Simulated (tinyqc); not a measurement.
Worked calculation: empirical pseudopotential in a few plane waves. One step of it, computed by the program tinyqc.

Question. Bloch Hamiltonian at G. Basis: the 15 shortest G (labels in 2 pi/a), the same at every k. H(G,G') = c |k + G|^2 delta + VS(|G-G'|^2) cos((G-G').tau) + i VA sin((G-G').tau), tau = a/8 (1,1,1); 1 Ry = 13.605693 eV.

Parameters chosen for this model: fcc lattice, atoms at +/- a/8 (1,1,1); form factors in rydberg at |G|^2 in units of (2 pi/a)^2:
```
parameter                 value      unit
a                      5.550000  angstrom
VS(3)                 -0.209000        Ry
VS(8)                  0.042000        Ry
VS(11)                 0.054000        Ry
VA(3)                         0        Ry
VA(4)                         0        Ry
VA(11)                        0        Ry
hbar^2/2m (2 pi/a)^2   4.883112        eV
```

k point G (2 pi / a): 0  0  0

Give: H(k) at G.

Answer.

H(k) at G (eV):
```
         +0+0+0   -1-1-1   -1-1+1   -1+1-1   -1+1+1   +1-1-1   +1-1+1   +1+1-1
+0+0+0   0.0000   2.0107  -2.0107  -2.0107  -2.0107  -2.0107  -2.0107  -2.0107
-1-1-1   2.0107  14.6493   0.0000   0.0000  -0.5714   0.0000  -0.5714  -0.5714
-1-1+1  -2.0107   0.0000  14.6493   0.5714   0.0000   0.5714   0.0000   0.0000
-1+1-1  -2.0107   0.0000   0.5714  14.6493   0.0000   0.5714   0.0000   0.0000
-1+1+1  -2.0107  -0.5714   0.0000   0.0000  14.6493   0.0000   0.5714   0.5714
+1-1-1  -2.0107   0.0000   0.5714   0.5714   0.0000  14.6493   0.0000   0.0000
+1-1+1  -2.0107  -0.5714   0.0000   0.0000   0.5714   0.0000  14.6493   0.5714
+1+1-1  -2.0107  -0.5714   0.0000   0.0000   0.5714   0.0000   0.5714  14.6493
+1+1+1   2.0107   0.0000  -0.5714  -0.5714   0.0000  -0.5714   0.0000   0.0000
-2+0+0   0.0000  -2.0107  -2.0107  -2.0107   2.0107   0.5195  -0.5195  -0.5195
+0-2+0   0.0000  -2.0107  -2.0107   0.5195  -0.5195  -2.0107   2.0107  -0.5195
+0+0-2   0.0000  -2.0107   0.5195  -2.0107  -0.5195  -2.0107  -0.5195   2.0107
+0+0+2   0.0000  -0.5195   2.0107  -0.5195  -2.0107  -0.5195  -2.0107   0.5195
+0+2+0   0.0000  -0.5195  -0.5195   2.0107  -2.0107  -0.5195   0.5195  -2.0107
+2+0+0   0.0000  -0.5195  -0.5195  -0.5195   0.5195   2.0107  -2.0107  -2.0107

         +1+1+1   -2+0+0   +0-2+0   +0+0-2   +0+0+2   +0+2+0   +2+0+0
+0+0+0   2.0107   0.0000   0.0000   0.0000   0.0000   0.0000   0.0000
-1-1-1   0.0000  -2.0107  -2.0107  -2.0107  -0.5195  -0.5195  -0.5195
-1-1+1  -0.5714  -2.0107  -2.0107   0.5195   2.0107  -0.5195  -0.5195
-1+1-1  -0.5714  -2.0107   0.5195  -2.0107  -0.5195   2.0107  -0.5195
-1+1+1   0.0000   2.0107  -0.5195  -0.5195  -2.0107  -2.0107   0.5195
+1-1-1  -0.5714   0.5195  -2.0107  -2.0107  -0.5195  -0.5195   2.0107
+1-1+1   0.0000  -0.5195   2.0107  -0.5195  -2.0107   0.5195  -2.0107
+1+1-1   0.0000  -0.5195  -0.5195   2.0107   0.5195  -2.0107  -2.0107
+1+1+1  14.6493  -0.5195  -0.5195  -0.5195  -2.0107  -2.0107  -2.0107
-2+0+0  -0.5195  19.5324   0.5714   0.5714  -0.5714  -0.5714   0.0000
+0-2+0  -0.5195   0.5714  19.5324   0.5714  -0.5714   0.0000  -0.5714
+0+0-2  -0.5195   0.5714   0.5714  19.5324   0.0000  -0.5714  -0.5714
+0+0+2  -2.0107  -0.5714  -0.5714   0.0000  19.5324   0.5714   0.5714
+0+2+0  -2.0107  -0.5714   0.0000  -0.5714   0.5714  19.5324   0.5714
+2+0+0  -2.0107   0.0000  -0.5714  -0.5714   0.5714   0.5714  19.5324
```
